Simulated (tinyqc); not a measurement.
## Free and trapped electrons in a MOS channel with a dense trap tail: effect of the temperature

p-type body, charge-sheet picture, full ionisation (an idealisation for deep acceptors), Boltzmann statistics for free electrons. e = Ec - EF at the surface. Acceptor-like traps of density D(E) = D0 + De exp(-E/Ew) at depth E below Ec, from 0 to Eu, hold n_t = integral of D(E)/(1 + exp((e - E)/Vt)). psi = Eg - Vt ln(Nv/Na) - e; N_dep = sqrt(2 eps0 eps_r Na (psi - Vt)/q); n_f = sqrt(N_dep^2 + 2 eps0 eps_r Vt Nc exp(-e/Vt)/q) - N_dep; Vg = Vfb + psi + q (N_dep + n_t + n_f)/Cox, Cox = eps0 eox/tox.

Nc and Nv are given at 300 K and scale as (T/300 K)^1.5; Eg, Vfb and mf are held fixed. VT is the Vg for n_f = 1e11 cm^-2; swing ln 10 n_f/(dn_f/dVg) at n_f = 1e8 cm^-2; the last three columns are for Vg = VT + 3.3 V, with free share n_f/(n_f + n_t) and field-effect mobility mf q (dn_f/dVg)/Cox; there EF is near the band edge, where Boltzmann statistics are rough.

Parameters, values chosen for the exercise; band and dielectric values close to those of 4H silicon carbide: band gap Eg = 3.21 eV; relative permittivity eps_r = 9.8; conduction-band density of states at the reference temperature Nc = 1.68e19 cm^-3; valence-band density of states at the reference temperature Nv = 2.52e19 cm^-3; relative permittivity of the insulator eox = 3.9; insulator thickness tox = 41 nm; acceptor density Na = 4.5e16 cm^-3; flat-band voltage without trapped charge Vfb = -2.25 V; constant background density of acceptor-like traps D0 = 3.3e10 cm^-2 eV^-1; density of the tail at the conduction edge De = 3.1e13 cm^-2 eV^-1; decay energy of the tail Ew = 0.1 eV; depth below Ec down to which the traps reach Eu = 0.5 eV; mobility of free electrons mf = 170 cm^2/(V s).

Constants: q = 1.602176634e-19 C, kB = 1.380649e-23 J/K, Vt = kB T/q, eps0 = 8.8541878128e-14 F/cm where lengths are in cm. Results are converted to the units shown.

Result of one run:

| e at VT (eV) | VT (V) | q n_t/Cox at VT (V) | swing (mV/decade) | n_f (cm^-2) | free share (%) | field-effect mobility (cm^2/(V s)) |
|---|---|---|---|---|---|---|
| 0.07591 | 6.159 | 2.969 | 391.7 | 8.486e11 | 25.33 | 109.6 |

Which temperature T gave this result: 200, 250, 300, 400 or 550 K?

T = 300 K.

The whole series:

| T (K) | e at VT (eV) | VT (V) | q n_t/Cox at VT (V) | swing (mV/decade) | n_f (cm^-2) | free share (%) | field-effect mobility (cm^2/(V s)) |
|---|---|---|---|---|---|---|---|
| 200 | 0.03282 | 7.623 | 4.280 | 592.2 | 1.115e12 | 27.53 | 145.2 |
| 250 | 0.05323 | 6.867 | 3.599 | 487.4 | 9.421e11 | 25.55 | 125.2 |
| 300 | 0.07591 | 6.159 | 2.969 | 391.7 | 8.486e11 | 25.33 | 109.6 |
| 350 | 0.1005 | 5.521 | 2.415 | 316.7 | 8.069e11 | 26.44 | 100.2 |
| 400 | 0.1267 | 4.961 | 1.941 | 263.6 | 7.968e11 | 28.49 | 95.40 |
| 450 | 0.1545 | 4.475 | 1.546 | 227.2 | 8.063e11 | 31.24 | 93.51 |
| 500 | 0.1835 | 4.056 | 1.222 | 200.5 | 8.286e11 | 34.51 | 93.48 |
| 550 | 0.2138 | 3.696 | 0.9590 | 186.3 | 8.596e11 | 38.15 | 94.63 |

As T goes from 200 to 550, VT falls from 7.62 to 3.70 V, its part due to traps falls from 4.28 to 0.959 V, the swing falls from 592 to 186 mV/decade and the field-effect mobility goes from 145 through a minimum of 93.5 (at T = 500 among the rows listed) to 94.6 cm^2/(V s). On heating the same n_f is reached with EF deeper in the gap, where fewer tail states are filled. For T = 200 e is under 2 Vt already at VT, so VT too is rough.

tinyqc, about 0.02 s, one thread, Intel Xeon 2.30GHz (shared host): `OMP_NUM_THREADS=1 python tinyqc.py 2222214 2222215 out.jsonl`
